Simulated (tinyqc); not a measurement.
## Series resistance and length offset from two lengths at two overdrives

Question. In strong inversion R W = Rsd + k(x)(L - dL), k(x) = (1 + th1 x)/(mu0 Cox x), x the overdrive, Cox = eps0 eox/tox, with Rsd and dL independent of x. Find dL, Rsd, mu0 and th1.

Inputs (values chosen for the exercise): relative permittivity of the gate insulator (close to silicon dioxide) eox = 3.9; insulator thickness tox = 1 nm.

Constants: eps0 = 8.8541878128e-14 F/cm where lengths are in cm. Results are converted to the units shown.

total resistance times width (ohm um):
```
	L = 0.061 um	L = 0.72 um
overdrive 0.58 V	773.522495	5554.42292
overdrive 1.17 V	594.127762	3300.97329
```

Answer. At each overdrive R W is a straight line in L; the two lines cross at L = dL, R W = Rsd. Their slopes give k x = (1 + th1 x)/(mu0 Cox), a straight line in x.

dL = 0.004000 um
Rsd = 360.0 ohm um
mu0 = 80.00 cm^2/(V s)
th1 = 0.2800 1/V

tinyqc, about 0.01 s, one thread, Intel Xeon 2.30GHz (shared host): `OMP_NUM_THREADS=1 python tinyqc.py 2210019 2210020 out.jsonl`
